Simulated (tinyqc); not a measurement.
## Reverse leakage of an n+-p junction: diffusion, generation, trap-assisted and band-to-band tunnelling: leakage components against the temperature

One-sided abrupt junction in the depletion approximation, x from the junction (0) to W on the p side, field F = F0 (1 - x/W). Flat quasi-Fermi levels, long p side. Traps generate through SRH with both lifetimes shortened by 1 + Gamma (Hurkx enhancement, form for moderate fields); band-to-band generation is local and needs a total bending above Eg.

Nc and Nv are given at 300 K and scale as (T/300 K)^1.5; all else is held fixed. ni = sqrt(Nc Nv) exp(-Eg/(2 Vt)), Eg in volts; Vbi = Vt ln(Na Nd/ni^2); W = sqrt(2 eps0 eps_r (Vbi + VR)/(q Na)); F0 = 2 (Vbi + VR)/W; FG = sqrt(24 mt m0 (kB T)^3)/(q hbar); J_diff = q ni^2 sqrt(Dn/tau)(1 - exp(-VR/Vt))/Na. u = (Vbi + VR)(1 - x/W)^2, p = Na exp(-u/Vt), n = Nd exp((u - Vbi - VR)/Vt); G0 = ni^2 (1 - exp(-VR/Vt))/(tau (n + p + 2 ni cosh(Et/Vt))); Gamma = 2 sqrt(3 pi)(F/FG) exp((F/FG)^2); trap-assisted part G0 Gamma; G_bb = Ab F^2.5 exp(-Bb/F) with F in V/cm, zero unless Vbi + VR > Eg. Currents are q times the integrals over 0 to W; J_bb under 1e-8 of J is printed as 0; rows with F0/FG above 2.2, beyond the range of this Gamma, are left out.

Inputs (values chosen for the exercise); band and dielectric values close to those of silicon:
- Eg = 1.12 eV (band gap)
- eps_r = 11.9 (relative permittivity)
- Nc = 2.76e19 cm^-3 (conduction-band density of states at the reference temperature)
- Nv = 2.61e19 cm^-3 (valence-band density of states at the reference temperature)
- Na = 1.1e17 cm^-3 (acceptor density of the lighter side)
- Nd = 1e19 cm^-3 (donor density of the heavier side)
- tau = 8e-6 s (SRH lifetime of both carriers at zero field)
- Et = 0 eV (trap level above the intrinsic level)
- mt = 0.26 m0 (tunnelling mass)
- Dn = 7 cm^2/s (electron diffusion coefficient on the lighter side)
- Ab = 7.7e14 cm^-0.5 V^-2.5 s^-1 (band-to-band prefactor)
- Bb = 1.98e7 V/cm (band-to-band field constant)
- VR = 0.8 V (reverse bias)

Constants: q = 1.602176634e-19 C, kB = 1.380649e-23 J/K, hbar = 1.054571817e-34 J s, m0 = 9.1093837015e-31 kg, Vt = kB T/q, eps0 = 8.8541878128e-14 F/cm where lengths are in cm. Results are converted to the units shown.

The same in every row: J_bb (A/cm^2) = 0.

Result of one run:
```
T (K),F0 (kV/cm),F0/FG,J_diff (A/cm^2),J_SRH (A/cm^2),J_TAT (A/cm^2),J (A/cm^2),largest part
340,240,0.528,3.58e-11,8.73e-9,2.10e-8,2.98e-8,trap-assisted tunnelling
```

What becomes of these results when the temperature T is changed from 340 to 400 K, all else the same?

Result of the changed run:
```
T (K),F0 (kV/cm),F0/FG,J_diff (A/cm^2),J_SRH (A/cm^2),J_TAT (A/cm^2),J (A/cm^2),largest part
400,236,0.408,1.80e-8,2.04e-7,3.53e-7,5.75e-7,trap-assisted tunnelling
```

The whole series:
```
T (K),F0 (kV/cm),F0/FG,J_diff (A/cm^2),J_SRH (A/cm^2),J_TAT (A/cm^2),J (A/cm^2),largest part
220,246,1.04,8.53e-21,1.26e-13,9.13e-13,1.04e-12,trap-assisted tunnelling
250,245,0.856,1.50e-17,5.36e-12,2.66e-11,3.19e-11,trap-assisted tunnelling
280,243,0.717,5.53e-15,1.05e-10,3.89e-10,4.93e-10,trap-assisted tunnelling
310,242,0.611,6.70e-13,1.17e-9,3.44e-9,4.62e-9,trap-assisted tunnelling
340,240,0.528,3.58e-11,8.73e-9,2.10e-8,2.98e-8,trap-assisted tunnelling
370,238,0.462,1.02e-9,4.76e-8,9.63e-8,1.45e-7,trap-assisted tunnelling
400,236,0.408,1.80e-8,2.04e-7,3.53e-7,5.75e-7,trap-assisted tunnelling
430,234,0.363,2.16e-7,7.22e-7,1.08e-6,2.02e-6,trap-assisted tunnelling
```

J rises from 1.04e-12 to 2.02e-6 A/cm^2. Trap-assisted tunnelling leads at T = 220 and in all other rows. Activation energies over the table: 1.20 eV for diffusion (Eg = 1.12 eV, raised by the T^3 of ni^2), 0.604 eV for SRH generation (Eg/2 + |Et| = 0.560 eV), 0.543 eV for the trap-assisted part, lower since Gamma grows on cooling; the total shows 0.541 eV at the cold end and 0.621 eV at the hot end.

Range of the model: The n+ side is degenerate, so Vbi from Boltzmann statistics is only a guide.

Numbers from tinyqc (`OMP_NUM_THREADS=1 python tinyqc.py 2290008 2290009 out.jsonl`; about 0.01 s on one thread of a shared Intel Xeon 2.30GHz).
